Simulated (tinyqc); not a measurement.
Gated graphene, quantum capacitance: two steps of the calculation.

phi is the Fermi level above the Dirac point, in volts; Vg is counted from the gate voltage of charge neutrality. Ideal linear bands, no charge puddles.

Values chosen for this exercise; values close to those of graphene:
```
symbol   value         unit                                                                 meaning
T          400            K                                                             temperature
eox        3.9               relative permittivity of the gate insulator (close to silicon dioxide)
tox        4.4           nm                                                     insulator thickness
vF      9.98e5          m/s                                                          Fermi velocity
Dit     2.9e12  cm^-2 eV^-1                                                        density of traps
```

Constants: q = 1.602176634e-19 C, kB = 1.380649e-23 J/K, hbar = 1.054571817e-34 J s, Vt = kB T/q, eps0 = 8.8541878128e-14 F/cm where lengths are in cm. Results are converted to the units shown.

Task 1. Gate capacitance. Cox = eps0 eox/tox.

Find: Cox.

Result 1.

Cox = 0.78480 uF/cm^2

Task 2. Charge and capacitances at the solution. N0 = (2/pi)(kB T/(hbar vF))^2; n = N0 F1(phi/Vt), p = N0 F1(-phi/Vt), F1(e) = int_0^infinity u du/(1 + exp(u - e)) = -Li2(-exp(e)); Cq = q d(n - p)/dphi = (q N0/Vt) ln[2 (1 + cosh(phi/Vt))]. 1/C_G = 1/Cox + 1/(Cq + q Dit); dphi/dVg = Cox/(Cox + Cq + q Dit).

converged phi = -0.23562559 V
Cox = 0.78480301 uF/cm^2

Find: n - p; Cq; C_G; dphi/dVg.

Result 2.

n - p = -4.383e12 cm^-2
Cq = 5.571 uF/cm^2
C_G = 0.6945 uF/cm^2
dphi/dVg = 0.1151

C_G is 88.5 % of Cox; 18.6 % of the gate voltage has gone into phi.

Numbers from tinyqc (`OMP_NUM_THREADS=1 python tinyqc.py 2200038 2200039 out.jsonl`; about 0.01 s on one thread of a shared Intel Xeon 2.30GHz).
